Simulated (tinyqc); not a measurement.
Bloch-Grueneisen resistivity of a metal: one step, computed by the program tinyqc.

Electrons scatter from a Debye spectrum of phonons (n = 5 for scattering within one band, n = 3 for scattering into a second, heavy band) and from static defects.

Problem. The integral and the phonon part. J_n(y) = int_0^y x^n e^x/(e^x - 1)^2 dx, by 96 Gauss-Legendre points (upper limit at most 60). rho_ph = (n - 1) rho_1 (T/Theta)^n J_n(Theta/T), with rho_1 = 2 pi lambda_tr k_B Theta/(hbar eps_0 w_p^2), the high-temperature line at T = Theta.

Inputs (values chosen for the exercise, modelled on molybdenum): exponent n = 5; Debye temperature Theta = 383 K; temperature T = 373 K.

Addition: none.

rho_1 = 7.739513 microohm cm

Give: Theta/T; J_n; phonon resistivity rho_ph.

Solution.

Theta/T = 1.027

J_n = 0.2623

phonon resistivity rho_ph = 7.113 microohm cm

This is 94.4 % of the straight line rho_1 T/Theta.
